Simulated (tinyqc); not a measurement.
Inside a calculation. Model: equilibrium and kinetic segregation of a solute to boundaries and growing surfaces. Computed by tinyqc, a small Python program that keeps every step. Command: `OMP_NUM_THREADS=1 python tinyqc.py 3011538 3011539 out.jsonl segreg walk`. One thread of a shared host (Intel(R) Xeon(R) Processor @ 2.30GHz), about 0.01 s of CPU time with the checks. Intermediate numbers are printed to about 6 digits and carried at full precision; extremes and crossings named in words are read from the listed rows.

Inputs (values chosen for the exercise, modelled on a solute in a copper line): segregation energy Q = 0.478 eV; total solute fraction x0 = 0.019; temperature T = 925 K; grain size d = 1800 nm; boundary thickness delta = 0.35 nm; atomic volume Omega = 11.81 angstrom^3; clean boundary energy gamma_0 = 0.75 J/m^2; bulk diffusivity D = 3.7e-17 m^2/s; anneal time t = 3 s; exchange barrier E_b = 1.56 eV; surface segregation energy E_s = 0.17 eV; growth temperature T_g = 850 K; growth rate = 0.13 monolayers/s.

Isotherm: Langmuir-McLean.

Constants: k_B = 8.617333262e-05 eV/K; 1 eV/angstrom^2 = 16.02176634 J/m^2.

## Coverage for very large grains

With theta the solute fraction on boundary sites and x that in the grains, theta/(1 - theta) = [x/(1 - x)] exp[Q/(k_B T)]. The coverage theta_inf is that for x = x0.

coverage theta_inf = 0.886208

## Depletion of small grains

Finite grains: boundary sites are the fraction f = 3 delta/d, and x0 = (1 - f) x + f theta; solve both equations for theta; share at boundaries = f theta/x0.

site fraction f = 5.83333e-04

coverage theta = 0.883413

fraction x left in the grains = 0.0184955

share of solute at boundaries = 2.71223 %

enrichment theta/x = 47.7637

3 % of the solute sits at boundaries; for a dopant that share is electrically lost.

## Boundary energy

Gibbs adsorption for this isotherm in a dilute matrix: gamma = gamma_0 + Gam_0 [k_B T ln(1 - theta)], Gam_0 = delta/Omega sites per area.

Gam_0 = 29.6359 1/nm^2

boundary energy gamma = -0.0633974 J/m^2

gamma comes out negative: the grains would shrink until depletion brings it to zero, unless a compound precipitates first. Caution: gamma nears or passes zero; a compound usually precipitates before that. Caution: so much solute in the grains may exceed the solubility and is no longer dilute. Caution: near saturation a single segregation energy is a poor picture.

## How fast the boundary fills

McLean kinetics from a uniform start, fed from both sides, with a constant enrichment beta = theta_inf/x0: (theta - x0)/(theta_inf - x0) = 1 - exp(s^2) erfc(s), s = 2 sqrt(D t)/(beta delta); half filling at s = 0.7691, t = (0.7691 beta delta/2)^2/D. D is an input and does not follow T.

s = 1.29075

degree of filling = 0.640512

time to half filling = 1.06513 s

diffusion length sqrt(D t) = 10.5357 nm

## Segregation at a growing surface

Two-state exchange during growth, dilute: jump up r_u = nu exp(-E_b/(k_B T_g)), jump back r_d = r_u exp(-E_s/(k_B T_g)), nu = 1e13 1/s. In the time 1/R of one monolayer the share carried up is p = [r_u/(r_u + r_d)] [1 - exp(-(r_u + r_d)/R)]; the tail decays as p^n, length -1/ln p monolayers; the equilibrium limit has p = r_u/(r_u + r_d).

r_u = 5630.21 1/s

r_d = 552.801 1/s

share carried up p = 0.910594

decay length = 10.6771 monolayers

Exchange is fast against growth: the equilibrium regime, where heating shortens the tail.

## Tail length against growth temperature

The formulas are those given above.

Exchange model:
```
T_g (K)        r_u/R         p  length (monolayers)  equilibrium limit
487      5.52343e-03  0.005508               0.1922            57.9453
521      6.24801e-02  0.060526               0.3565            44.6000
549      3.67600e-01  0.306151               0.8448            36.8547
578      1.92259e+00  0.835234               5.5542            30.8563
600      6.06224e+00  0.962222              25.9675            27.2848
623      1.84666e+01  0.959556              24.2223            24.2223
657      8.30730e+01  0.952696              20.6356            20.6356
708      6.04590e+02  0.941936              16.7175            16.7175
793      9.36999e+03  0.923277              12.5272            12.5272
```

The length peaks among these rows at 600 K with 26.0 monolayers. Below, exchange freezes (r_u/R = 0.0055 in the first row); above, the length follows the equilibrium limit, about exp(E_s/(k_B T)), down to 12.5.

## Coverage against grain size

The formulas are those given above.

At T:
```
d (nm)     theta  x in the grains  share at boundaries (%)
15      0.259840        0.0008723                  95.7304
30      0.479767        0.0022882                  88.3782
60      0.723227        0.0064565                  66.6130
120     0.828313        0.0118560                  38.1460
250     0.863122        0.0154397                  19.0795
500     0.875563        0.0171974                   9.6773
1000    0.881090        0.0180939                   4.8692
5000    0.885215        0.0188181                   0.9784
```

From the largest grains to the smallest the share at boundaries rises from 0.98 to 96 %, and x/x0 falls to 0.046. In the dilute limit x/x0 = 1/(1 - f + f exp(Q/(k_B T))), which gives 0.034 at 15 nm.

Checks made by the program: mass balance (relative difference below 1e-10).
